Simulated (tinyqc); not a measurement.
## Thickness from two neighbouring fringes

Problem. At normal incidence a transparent film with an index between those of air and substrate, taken as constant, has reflectance minima at 2 n1 d = (m + 1/2) lam (small phase shifts at the substrate neglected). Find d and the order m of the shorter wavelength.

Values chosen for this exercise: index of the transparent film n1 = 2.008.

wavelengths of two neighbouring reflectance minima (nm): [535, 597.94118]

Solution. Neighbouring orders differ by one: 2 n1 d (1/lam1 - 1/lam2) = 1.

d = 1.27e3 nm
m = 9

Numbers from tinyqc (`OMP_NUM_THREADS=1 python tinyqc.py 2870172 2870173 out.jsonl`; about 0.3 s on one thread of a shared Intel Xeon 2.30GHz).
